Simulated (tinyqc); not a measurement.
## Metal gate on a two-layer dielectric stack with fixed charge and a dipole: flat band against the thickness t1

Gate, layer 2, layer 1, p-type semiconductor; x runs from the gate inwards. Charges are counted in units of +q. psi is the band bending at the surface, positive towards inversion. Classical charge, Boltzmann statistics, no interface traps.

EOT = 3.9 (t1/e1 + t2/e2), Cox = eps0/(t1/e1 + t2/e2); phi_ms = pM - (chi + Eg - Vt ln(Nv/Na)). Vfb = phi_ms + Vd - (q/eps0) [Q1 (t1/e1 + t2/e2) + Q2 t2/e2 + r1 (t1^2/(2 e1) + t1 t2/e2) + r2 t2^2/(2 e2)]: each charge counts with its electrical distance from the gate. ni = sqrt(Nc Nv) exp(-Eg/(2 Vt)), Eg in volts, pB = Vt ln(Na/ni), Vth = Vfb + 2 pB + sqrt(4 q eps0 eps_r Na pB)/Cox.

Parameters, values chosen for the exercise; band and dielectric values close to those of silicon, layer 1 close to silicon dioxide, layer 2 close to zirconium oxide:
```
symbol    value   unit                                               meaning
T           300      K                                           temperature
Eg          1.1     eV                                              band gap
eps_r      11.6                                        relative permittivity
Nc      2.76e19  cm^-3                conduction-band density of states at T
Nv      2.69e19  cm^-3                   valence-band density of states at T
chi        4.03     eV                                     electron affinity
Na       2.9e16  cm^-3                                      acceptor density
pM         5.15     eV                       work function of the gate metal
e1         4.05                             relative permittivity of layer 1
t2          4.1     nm                thickness of layer 2, next to the gate
e2           26                             relative permittivity of layer 2
Q1       8.5e10  cm^-2           fixed charge at the semiconductor interface
Q2      -2.9e11  cm^-2                       fixed charge between the layers
r1            0  cm^-3                     uniform charge density in layer 1
r2            0  cm^-3                     uniform charge density in layer 2
Vd        -0.13      V  flat-band shift by a dipole layer between the layers
```

Constants: q = 1.602176634e-19 C, kB = 1.380649e-23 J/K, Vt = kB T/q, eps0 = 8.8541878128e-14 F/cm where lengths are in cm. Results are converted to the units shown.

Flat band against the thickness t1:
```
t1 (nm),EOT (nm),Vfb (V),Vth (V)
0.5,1.096,0.07059,0.8434
1.3,1.867,0.06755,0.8592
2.1,2.637,0.06451,0.8750
2.9,3.408,0.06147,0.8908
3.6,4.082,0.05881,0.9046
4.4,4.852,0.05578,0.9204
5.2,5.622,0.05274,0.9362
6,6.393,0.04970,0.9520
```

Vfb falls from 0.0706 to 0.0497 V and Vth rises from 0.843 to 0.952 V. The slope dVfb/dEOT is -3.94 mV/nm between the first two rows and -3.94 between the last two: a straight line, set by the charge below the growing layer, which reads as 8.50e10 cm^-2. A line through the end rows meets EOT = 0 at 0.0749 V, against phi_ms + Vd = 0.0666 V; an effective work function read from it is off by -122 mV from pM.

Computed by the program tinyqc: `OMP_NUM_THREADS=1 python tinyqc.py 2010068 2010069 out.jsonl`, one thread of a shared Intel Xeon 2.30GHz, about 0.01 s for the whole run.
